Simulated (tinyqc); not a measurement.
Inside a calculation: linear model of a band gap against the share of exact exchange. Values are carried at full precision from step to step, so a last printed digit may differ when a step is redone from the rounded ones.

E(alpha) = E0 + S alpha. A wider gap screens less, modelled in the Penn form eps(alpha) = 1 + (e0 - 1)(EP/(EP + S alpha))^2 with a scale EP chosen for the exercise. A dielectric-dependent hybrid takes alpha = 1/eps.

Parameters, chosen for this exercise (of the order of those of MgO; the results hold for these values, not for the real material): E0 = 4.63 eV (gap of the semi-local functional); S = 9.49 eV (slope dE/d(alpha)); e0 = 3.21 (optical dielectric constant at alpha = 0); EP = 26.9 eV (energy scale of the screening); Et = 7.8 eV (target gap); a_start = 0 (starting alpha); fv = 0.79 (share of the opening taken by the valence edge); Ed = 1.94 eV (defect level above the semi-local valence top); cd = 0.18 (shift of the level per unit opening, on the scale of the mean potential).

## Fixed shares

Gap, error against the target and eps for alpha = 0, 0.25 and 1/e0; and the alpha that meets the target, (Et - E0)/S.

Results:
```
alpha   E (eV)  E - Et (eV)    eps
0.0000   4.630       -3.170  3.210
0.2500   7.003       -0.797  2.866
0.3115   7.586       -0.214  2.794
```

alpha for the target = 0.3340

A quarter of exact exchange falls short of the target by 0.80 eV: the material needs 0.334, and 1/e0 = 0.312 lies closer to it than 0.25 does.

## Self-consistent share

Iterate alpha -> 1/eps(alpha) seven times from a_start. The fixed point solves alpha eps(alpha) = 1; the contraction factor there is 2 (eps - 1) S/((EP + S alpha) eps^2).

Iterates:
```
step    alpha     eps  E (eV)
0     0.00000  3.2100  4.6300
1     0.31153  2.7940  7.5864
2     0.35791  2.7422  8.0266
3     0.36466  2.7349  8.0907
4     0.36564  2.7338  8.1000
5     0.36579  2.7337  8.1013
6     0.36581  2.7337  8.1015
7     0.36581  2.7337  8.1015
```

fixed point = 0.36581
contraction factor = 0.1450

The factor is positive, so the iterates approach from one side, the error shrinking to 0.14 of itself each step; the gap is within 0.01 eV of its limit from step 4. Self-consistency moves the gap by +0.515 eV against the one-shot choice 1/e0, since a wider gap screens less.

## Band edges and a deep level

The opening c = S alpha lowers the valence top by fv c and raises the conduction edge by (1 - fv) c, both against the mean potential; the level moves by cd c. Use the fixed point. Compare with stretching the level in proportion to the gap and with pinning it to either edge.

opening c = 3.472 eV

shifts of the valence and conduction edges (eV): [-2.743, 0.729]

level above the valence top = 5.307 eV
level below the conduction edge = 2.794 eV

level above the valence top: stretched, tied to the valence edge, tied to the conduction edge (eV): [3.395, 1.940, 5.412]

The three recipes err by -1.91, -3.37 and +0.10 eV against alignment through the mean potential. With cd = 0.18 the level moves with the conduction edge, by 0.86 times as much as that edge.

## Checks

- Fixed point by bisection against 60 substitutions: both 0.36581.

tinyqc: `OMP_NUM_THREADS=1 python tinyqc.py 1850831 1850832 out.jsonl`; about 0.01 s, one thread, shared Intel(R) Xeon(R) Processor @ 2.30GHz.
